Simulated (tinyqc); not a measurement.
Changing the second-pair interaction V2: cluster expansion of a binary alloy: correlations, fit, cross-validation and ground states. Computed by tinyqc, a small Python program. Command: `OMP_NUM_THREADS=1 python tinyqc.py 3001441 3001442 out.jsonl clex sweep`. One thread of a shared host (Intel(R) Xeon(R) Processor @ 2.30GHz), about 0.1 s of CPU time with the checks.

s = +1 for A and -1 for B. Energy per site E = J0 + J1 P(point) + sum over clusters of m V P, with P the mean product of spins; V > 0 on a pair favours unlike neighbours. Clusters per site m: pair 1 2, pair 2 2, pair 3 2, triplet 4; the triplet is two first-neighbour bonds at a right angle. Formation energies are counted from the line between pure A and pure B, which removes J0 and J1.

Inputs (values chosen for the exercise, for a model alloy):

| quantity | value | unit |
|---|---|---|
| first-pair interaction V1 | 20 | meV |
| third-pair interaction V3 | -2.2 | meV |
| triplet interaction Vt | -3.2 | meV |
| noise amplitude | 6.6 | meV/site |
| temperature T | 1500 | K |
| fraction x of B | 0.23 | - |

Lattice: square.

correlations P, counted on periodic cells:
```
                       point     pair 1     pair 2     pair 3    triplet
A                   1.000000   1.000000   1.000000   1.000000   1.000000
A3B p(2x2)          0.500000   0.000000   0.000000   1.000000  -0.500000
A3B c(4x2)          0.500000   0.000000   0.000000   0.500000  -0.500000
A2B diagonal rows   0.333333  -0.333333   0.333333  -0.333333  -0.333333
A2B rows            0.333333   0.333333  -0.333333   0.333333   0.333333
AB c(2x2)           0.000000  -1.000000   1.000000   1.000000   0.000000
AB p(2x1)           0.000000   0.000000  -1.000000   1.000000   0.000000
A2B2 rows           0.000000   0.500000   0.000000   0.000000   0.000000
AB2 diagonal rows  -0.333333  -0.333333   0.333333  -0.333333   0.333333
AB2 rows           -0.333333   0.333333  -0.333333   0.333333  -0.333333
AB3 p(2x2)         -0.500000   0.000000   0.000000   1.000000   0.500000
AB3 c(4x2)         -0.500000   0.000000   0.000000   0.500000   0.500000
B                  -1.000000   1.000000   1.000000   1.000000  -1.000000
```

standard normal numbers for the noise (0 for the pure ends): A 0.000, A3B p(2x2) -0.773, A3B c(4x2) -0.340, A2B diagonal rows -0.892, A2B rows 0.660, AB c(2x2) 0.254, AB p(2x1) 1.573, A2B2 rows -0.579, AB2 diagonal rows -1.558, AB2 rows 0.295, AB3 p(2x2) -0.485, AB3 c(4x2) -0.903, B 0.000

Constants: k_B = 8.617333262e-05 eV/K.

Method:
- Design matrix of formation energies: m (P - 1) for pairs and m (P(triplet) - P(point)) for the triplet; x = (1 - P(point))/2.
- Exact: X V with V = (V1, V2, V3, Vt). The data to fit add the noise amplitude times the normal numbers, standing for what the clusters leave out.
- Leave out pair 3: A = X^T X and b = X^T E (E being the data with noise) over these three columns; solve A V = b. The root-mean-square error runs over the structures between the pure ends.
- For each set, H = X (X^T X)^-1 X^T over the structures between the ends; residual e = E - H E; leave-one-out error e_i/(1 - H_ii); both as root mean squares.
- Height above the hull = E less the lowest straight line between two structures that bracket x (or the lowest structure at the same x). The three-term fit is X V with the fitted values.
- Random alloy: P(pair) = p^2, P(triplet) = p^3, p = 1 - 2x, so H_mix = (p^2 - 1) sum m V(pairs) + (p^3 - p) m Vt; G_mix = H_mix + k_B T [x ln x + (1 - x) ln(1 - x)]. To first order in 1/T the Warren-Cowley parameter of shell 1 is alpha_1 = -(1 - p^2) V_eff/(k_B T), V_eff = V1 + (number of triplets on a first-neighbour bond) p Vt, that number being 4.

One run for each value:

| second-pair interaction V2 (meV) | lowest exact formation energy (meV/site) | mixing enthalpy H_mix (meV/site) | leave-one-out error without pair 3 (meV/site) |
|---|---|---|---|
| -16 | -80 | 2.346 | 7.2090 |
| -12 | -80 | -3.321 | 7.2090 |
| -8 | -80 | -8.988 | 7.2090 |
| -4 | -80 | -14.655 | 7.2090 |
| 0 | -80 | -20.323 | 7.2090 |
| 4 | -80 | -25.990 | 7.2090 |
| 8 | -80 | -31.657 | 7.2090 |
| 12 | -88 | -37.324 | 7.2090 |
| 16 | -104 | -42.991 | 7.2090 |

What does the table show?

Over the rows, lowest exact formation energy (meV/site) falls from -80.0 to -104, flat over part of the range; mixing enthalpy H_mix (meV/site) falls from 2.35 to -43.0; leave-one-out error without pair 3 (meV/site) does not change.

Extremes, crossings and ranges named in words are read from the listed rows.
